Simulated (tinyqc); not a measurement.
The size of the error: propagation of a band-gap error through k.p and effective-mass formulas.

Chain, for a gap E (the reference Eg or another value), with Ep and Dso kept: 1/me = 1 + Ep (E + 2 Dso/3)/(E (E + Dso)); g* = 2 - 2 Ep Dso/(3 E (E + Dso)); g1(E) = g1 + (Ep/3)(1/E - 1/Eg), g2(E) = g2 + (Ep/6)(1/E - 1/Eg), light hole 1/(g1 + 2 g2), heavy hole 1/(g1 - 2 g2) along [100]; optical constant ei(E) = 1 + (ei - 1)(EP/(EP + E - Eg))^2, static e0(E) = ei(E) + e0 - ei.

Donor: R = Ry me/e0^2, a_B = a0 e0/me, Mott density (0.26/a_B)^3. Nc, Nv = 2 (m kT/(4 pi c))^(3/2), c = hbar^2/2m0, ni = sqrt(Nc Nv) exp(-E/2kT). Exciton: Ry mu/e0^2 with 1/mu = 1/me + g1(E). 1 angstrom^-3 = 1e24 cm^-3.

Constants: Ry = 13.60569312 eV; a0 (Bohr radius) = 0.5291772105 angstrom; kB = 8.617333262e-05 eV/K; hbar^2/2m0 = 3.80998211 eV angstrom^2.

Values chosen for the exercise (reference values near those of InAs, gap at low temperature; the results hold for these values, not for the real material): Eg = 0.425 eV (gap at Gamma to the s-like level); Dso = 0.398 eV (spin-orbit splitting); Ep = 21.6 eV (Kane energy); g1 = 19.93 (Luttinger gamma1); g2 = 8.51 (gamma2); e0 = 14.93 (static dielectric constant); ei = 12.11 (optical dielectric constant); EP = 4.77 eV (mean (Penn) gap); mh = 0.61 m0 (density-of-states mass of the holes); T = 400 K (temperature).

E = f Eg; ratios against f = 1.

Results:

| f | E (eV) | me ratio | light-hole ratio | e0 ratio | donor ratio | Mott ratio | g* | log10 ni ratio |
|---|---|---|---|---|---|---|---|---|
| 0.25 | 0.106 | 0.289 | 0.267 | 1.110 | 0.235 | 0.0177 | -104.972 | 1.60 |
| 0.40 | 0.170 | 0.443 | 0.421 | 1.086 | 0.376 | 0.0680 | -57.354 | 1.34 |
| 0.60 | 0.255 | 0.637 | 0.621 | 1.056 | 0.571 | 0.219 | -32.419 | 0.92 |
| 1.00 | 0.425 | 1.000 | 1.000 | 1.000 | 1.000 | 1.00 | -14.385 | 0.00 |
| 1.20 | 0.510 | 1.174 | 1.180 | 0.974 | 1.237 | 1.75 | -10.376 | -0.48 |
| 1.50 | 0.637 | 1.429 | 1.440 | 0.938 | 1.624 | 3.53 | -6.682 | -1.22 |
| 2.00 | 0.850 | 1.840 | 1.847 | 0.883 | 2.359 | 9.04 | -3.403 | -2.48 |

Give the missing row, f = 0.80.

Computed row:
```
f     E (eV)  me ratio  light-hole ratio  e0 ratio  donor ratio  Mott ratio       g*  log10 ni ratio
0.80   0.340     0.822             0.814     1.027        0.779       0.512  -20.841            0.47
```

Between f = 0.8 and 1.2 the mean powers d ln(ratio)/d ln f are 0.88 for me, 0.92 for the light hole, -0.13 for e0, 1.14 for the donor energy and 3.03 for the Mott density; ni moves by -0.56 decades per 0.1 eV, against -0.1 eV/(2 kT ln 10) = -0.63 from the exponential alone, the rest coming from Nc through me^(3/4). Rows with E below about 8 kT bring ni near Nc, beyond Boltzmann statistics. g* keeps its sign, from -104.97 to -3.40.

tinyqc: `OMP_NUM_THREADS=1 python tinyqc.py 1880417 1880418 out.jsonl`; about 0.01 s, one thread, shared Intel(R) Xeon(R) Processor @ 2.30GHz.
